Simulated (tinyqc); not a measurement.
Deformation-potential model of the L valleys of a conduction band: one step. Strain from a uniaxial [100] stress.

s11 = (C11 + C12)/((C11 - C12)(C11 + 2 C12)), s12 = -C12/((C11 - C12)(C11 + 2 C12)), s44 = 1/C44; exx = s11 sxx + s12 (syy + szz) and cyclic, exy = s44 sxy/2; tension is positive. A uniaxial stress X along the unit vector n is s_ij = X n_i n_j.

Parameters, chosen for this exercise (near those of Ge; shifted at random, so the results belong to these values and not to a real crystal):
- C11 = 128 GPa
- C12 = 48.7 GPa
- C44 = 67.2 GPa
- load = uniaxial [100] (kind of stress)
- X = 1.69 GPa (stress)

Problem. Form the compliances and the strain.

Give: s11, s12, s44; strain tensor.

Solution.

s11, s12, s44 (1/TPa): [9.8857, -2.7246, 14.8810]

strain tensor, rows x, y, z and columns alike:
$$\begin{pmatrix}
0.016707 & 0.000000 & 0.000000 \\
0.000000 & -0.004605 & 0.000000 \\
0.000000 & 0.000000 & -0.004605
\end{pmatrix}$$

Program tinyqc; command `OMP_NUM_THREADS=1 python tinyqc.py 1051088 1051089 out.jsonl`; about 0.02 s on one thread of a shared Intel(R) Xeon(R) Processor @ 2.30GHz.
